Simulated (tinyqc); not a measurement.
Deal-Grove kinetics of thermal oxidation of silicon. Changing the temperature T. Computed by tinyqc, a small Python program. Command: `OMP_NUM_THREADS=1 python tinyqc.py 3001175 3001176 out.jsonl oxide sweep`. One thread of a shared host (Intel(R) Xeon(R) Processor @ 2.30GHz), about 0.2 s of CPU time with the checks.

Oxidant diffuses through the oxide and reacts at the interface, so that dx/dt = B/(A + 2x) for the oxide thickness x.

Inputs (values chosen for the exercise, close to those used for silicon): prefactor B0 = 706 um^2/h; activation energy E_B = 1.24 eV; prefactor (B/A)0 = 5.69e+06 um/h; activation energy E_A = 2.01 eV; oxidant pressure p = 1 atm; pressure exponent m of B/A = 0.71; initial oxide x_i = 0.005 um; time t = 8.5 h.

Ambient: dry oxygen. Surface: (111).

Constants: k_B = 8.617333262e-05 eV/K.

Method:
- B = B0 p exp(-E_B/(k_B T)), B/A = (B/A)0 p^m exp(-E_A/(k_B T)), p in atm; A = B/(B/A).
- Temperatures in kelvin are T(C) + 273.15.
- tau = (x_i^2 + A x_i)/B and x = (A/2) [sqrt(1 + 4 B (t + tau)/A^2) - 1], the root of x^2 + A x = B (t + tau).
- Silicon consumed is 0.44 times the oxide grown; the rate is B/(A + 2x).

One run for each value:
```
temperature T (C)  oxide thickness x (um)  length A (um)  linear constant B/A (um/h)  parabolic constant B (um^2/h)
800                               0.02171        0.51263                  2.0685e-03                       0.001060
850                               0.04549        0.35385                  5.4435e-03                       0.001926
900                               0.08712        0.25209                  1.3191e-02                       0.003325
950                               0.14461        0.18465                  2.9734e-02                       0.005490
1000                              0.21283        0.13859                  6.2879e-02                       0.008715
1050                              0.28879        0.10631                  1.2565e-01                       0.013358
1100                              0.37181        0.08313                  2.3875e-01                       0.019848
1150                              0.46215        0.06614                  4.3364e-01                       0.028682
1200                              0.56032        0.05345                  7.5635e-01                       0.040425
```

Over the rows, oxide thickness x (um) rises from 0.0217 to 0.560; length A (um) falls from 0.513 to 0.0534. A falls with T because E_A exceeds E_B, so hot oxidation turns parabolic sooner. The apparent activation energy of x, -d ln x / d(1/(k_B T)), is 1.54 eV between the first rows and 0.70 eV between the last; a film much thicker than x_i would show E_A = 2.01 eV in the linear limit and E_B/2 = 0.62 eV in the parabolic one.
